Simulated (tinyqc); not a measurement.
What moves the results: valley splitting of a silicon quantum well in envelope theory. A value that a table varies takes the place of the one given here.

The well lies at 0 < z < L; U(z) = V0 [1/(1 + exp(z/w)) + 1/(1 + exp((L - z)/w))] - e F z, 1 mV/nm = 1e-4 eV/angstrom. The envelope psi solves -(c/ml) psi'' + U psi = E psi, c = hbar^2/2m0, by three-point differences on a grid of 0.1 angstrom from -40 to L + 40 angstrom. The two valleys at +/- k0 couple through D = C0 times the integral of exp(-i q z) U(z) psi^2, q = 2 k0 (2 pi/a), and split by Ev = 2|D|.

Random alloy: with Y(z) = Yw + (Yb - Yw) B(z), B the bracket in U, and in-plane density exp(-r^2/ad^2)/(pi ad^2), D gains a random complex part of variance sigma^2 = (C0^2/pi)(a^2 V0/(8 ad (Yb - Yw)))^2 (4/a) times the integral of psi^4 Y (1 - Y). Alone it gives a mean splitting sqrt(pi) sigma; together with the smooth part the rms splitting is 2 sqrt(|D|^2 + sigma^2).

Constants: hbar^2/2m0 = 3.80998211 eV angstrom^2.

Inputs chosen for the exercise (near those of a strained Si well in SiGe; shifted at random, so the results belong to these values and not to a real crystal): L = 74 angstrom (well width); V0 = 0.22 eV (conduction offset); ml = 0.926 m0 (mass along z); F = 8.4 mV/nm (field pressing towards the upper interface); k0 = 0.849 2 pi/a (valley position); a = 5.431 angstrom (lattice constant); C0 = 0.25 (Bloch overlap factor); Yb = 0.33 (Ge share of the barrier); Yw = 0 (Ge share of the well); ad = 170 angstrom (dot radius); ws = (0.4, 0.6, 1, 1.2, 1.9, 3.1, 4.4) angstrom (interface widths); Ls = (74, 75.4, 76.7, 78.1, 79.4, 80.8, 82.1, 83.5) angstrom (widths in steps of one atomic layer, a/4, rounded to the grid); F2 = 1 mV/nm (second field, zero or weak); w1 = 0.7 angstrom (interface width for this table); w = 0.4 angstrom (interface width parameter).

## Sharpness of the interface

The smooth part 2|D| and the disorder part against w, beside y/sinh(y) with y = pi q w. The 12 to 88 % width of the step is 4w.

Results:
```
w (angstrom)  4w (angstrom)  2|D| (micro-eV)  y/sinh(y)  sqrt(pi) sigma (micro-eV)
0.4                     1.6            90.10       0.42                        7.0
0.6                     2.4            39.60       0.18                        7.7
1.0                     4.0             5.80      0.026                        9.5
1.2                     4.8             2.08     0.0090                       10.5
1.9                     7.6             0.05    0.00019                       14.5
3.1                    12.4             0.00    1.9e-07                       21.6
4.4                    17.6             0.00    8.7e-11                       29.4
```

The smooth part needs a Fourier component of U psi^2 at a wavelength of 3.20 angstrom; from the first row to the third it falls by a factor 15.5, while y/sinh(y) falls by 16.3 (the envelope near the step and the phase between the two interfaces change too). The disorder part goes from 7.0 to 29.4 micro-eV, growing as the electron overlaps more alloy. It takes over between w = 0.6 and 1 angstrom, that is a step 2.4 to 4.0 angstrom wide, with 1.36 angstrom to an atomic layer.

## Adding atomic layers

The smooth splitting Ev = 2|D| with w = w1, at the field F2 and at F.

Results:
```
L (angstrom)  q L mod 2 pi  Ev at F2 (micro-eV)  Ev at F (micro-eV)
74.0                  0.85                 5.21                25.1
75.4                  3.61                 6.60                25.2
76.7                  6.16                 7.13                25.2
78.1                  2.63                 3.82                25.1
79.4                  5.18                 7.47                25.1
80.8                  1.65                 3.08                25.1
82.1                  4.20                 6.37                25.1
83.5                  0.67                 4.58                25.1
```

At F2 the splitting swings between 3.08 and 7.47 micro-eV, a ratio of 2.43, as the two interfaces add with the phase q L, which advances on average by 2.67 rad a layer. At F the ratio is 1.00, where in the first row psi^2 at the upper interface is 208 times that at the lower one: one interface dominates and the interference fades.

## What each parameter does

Orbital spacing, psi^2 at z = L, the smooth splitting and sigma; V0 is held fixed when Yw changes. Each row changes one parameter from the base and keeps the others.

Results:
```
case               E2 - E1 (meV)  psi^2(L) (1e-3/angstrom)  2|D| (micro-eV)  sigma (micro-eV)
base                       26.23                     3.726            90.10               3.9
ad = 210 angstrom          26.23                     3.726            90.10               3.2
Yw = 0.03                  26.23                     3.726            90.10              51.6
L = 80 angstrom            25.53                     3.715            90.21               3.9
V0 = 0.275 eV              26.43                     2.959            89.82               3.8
w = 0.28 angstrom          26.22                     3.779           134.72               3.7
F = 12.6 mV/nm             32.89                     5.578           135.94               5.9
k0 = 0.829 2 pi/a          26.23                     3.726            96.32               3.9
C0 = 0.3                   26.23                     3.726           108.12               4.7
```

The largest shifts from the base row, up to three for each result and ties (the steps differ in size, so this ranks the rows, not the parameters). E2 - E1 (meV): F +6.66, L -0.71, V0 +0.19; unchanged at the printed digits by ad, Yw, k0 and C0. psi^2(L) (1e-3/angstrom): F +1.852, V0 -0.768, w +0.053; unchanged at the printed digits by ad, Yw, k0 and C0. 2|D| (micro-eV): F +45.84, w +44.62, C0 +18.02; unchanged at the printed digits by ad and Yw. sigma (micro-eV): Yw +47.7, F +2.0, C0 +0.8; unchanged at the printed digits by L and k0.

Program tinyqc; command `OMP_NUM_THREADS=1 python tinyqc.py 1282556 1282557 out.jsonl`; about 0.1 s on one thread of a shared Intel(R) Xeon(R) Processor @ 2.30GHz.
